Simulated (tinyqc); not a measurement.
Pillar capacitor in an array: capacitance, non-linearity, leakage and relaxation: two steps of the calculation.

A film between two metal electrodes, each interface adding a series capacitance ci. The small-signal permittivity is ek (1 + aq E^2); the field is found with the linear permittivity. Leakage J = J0 sinh(E/Ef). After a voltage step the film passes a relaxation current kr C V tt^(-nr), tt being the time in seconds. The sidewall is a coaxial capacitor with radii a = dm/2 and b = dm/2 + t, depth AR dm; the end face is left out.

Parameters, values chosen for the exercise; permittivity of the order of that of tantalum oxide: relative permittivity of the film ek = 25.7; film thickness t = 9.8 nm; capacitance of each electrode interface (dead layer and screening) ci = 49 uF/cm^2; quadratic field coefficient of the permittivity aq = 0.0091 cm^2/MV^2; bias V = 1.3 V; leakage prefactor J0 = 2.2e-11 A/cm^2; field for an e-fold rise of the leakage Ef = 0.48 MV/cm; diameter of the pillar dm = 46 nm; aspect ratio, depth over diameter AR = 70; pitch of the square array pt = 98 nm; resistivity of the inner electrode rho = 210 uohm cm.

Constants: eps0 = 8.8541878128e-14 F/cm where lengths are in cm. Results are converted to the units shown.

Problem 1. Planar capacitance, field and non-linearity. Planar film: Cf = eps0 ek/t, 1/C = 1/Cf + 2/ci, EOT = 3.9 eps0/C, effective permittivity C t/eps0, E = (V/t) C/Cf; quadratic coefficient [C(V)/C - 1]/V^2 with Cf (1 + aq E^2) in C(V).

Give: Cf; C; EOT; effective permittivity; E; quadratic coefficient; J.

Solution 1.

Cf = 2.322 uF/cm^2
C = 2.121 uF/cm^2
EOT = 1.628 nm
effective permittivity = 23.48
E = 1.212 MV/cm
quadratic coefficient = 7213 ppm/V^2
J = 1.364e-10 A/cm^2

The interfaces take 8.66 % of the voltage.

Problem 2. Cell capacitance, fields and time constant. Per length 1/c = ln(b/a)/(2 pi eps0 ek) + (1/a + 1/b)/(2 pi ci); cell capacitance c AR dm; per footprint over pt^2; fields c V/(2 pi eps0 ek r) at r = a and b; resistance of the inner electrode rho AR dm/(pi a^2); time constant R C/3 of the distributed line.

Wanted: a; b; cell capacitance; capacitance per footprint; field at a; field at b; R; R C/3.

Solution 2.

a = 23.00 nm
b = 32.80 nm
cell capacitance = 11.83 fF
capacitance per footprint = 123.1 uF/cm^2
field at a = 1.452 MV/cm
field at b = 1.018 MV/cm
R = 4.069 kohm
R C/3 = 16.04 ps

The array gives 58.1 times the planar capacitance per footprint; curvature makes the field at the inner electrode 1.20 times the planar value.

tinyqc, about 0.01 s, one thread, Intel Xeon 2.30GHz (shared host): `OMP_NUM_THREADS=1 python tinyqc.py 2102156 2102157 out.jsonl`
